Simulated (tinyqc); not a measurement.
Bias-temperature instability, empirical power law with universal recovery: one step of the calculation.

Threshold-voltage shift at the end of a stress: dV = A (V/V0)^g exp[-(Ea q/kB)(1/T - 1/T0)] (t/1 s)^n. After a delay tr the permanent share pp stays and the rest falls by r = 1/(1 + B (tr/t)^be). An empirical model: its parameters are fits, not properties.

Question. Shift and lifetime at use conditions. The lifetime solves dV = dc; ten years are 3.15576e8 s.

Parameters, values chosen for the exercise: reference stress voltage V0 = 1.4 V; reference temperature T0 = 398 K; shift after 1 s at V0 and T0 A = 8.2 mV; time exponent n = 0.2; voltage exponent g = 6.2; apparent activation energy of the shift Ea = 0.11 eV; use voltage V = 1.02 V; use temperature T = 378 K; failure criterion dc = 50 mV.

Constants: q = 1.602176634e-19 C, kB = 1.380649e-23 J/K. Results are converted to the units shown.

Give: voltage factor; temperature factor; shift after ten years; lifetime; largest voltage for ten years.

Answer.

voltage factor = 0.1404
temperature factor = 0.8439
shift after ten years = 48.67 mV
lifetime = 11.44 years
largest voltage for ten years = 1.024 V

The device passes: the shift at ten years is below dc. In time the voltage exponent is g/n = 31.0 and the activation energy Ea/n = 0.550 eV.

Computed by the program tinyqc: `OMP_NUM_THREADS=1 python tinyqc.py 2070134 2070135 out.jsonl`, one thread of a shared Intel Xeon 2.30GHz, about 0.01 s for the whole run.
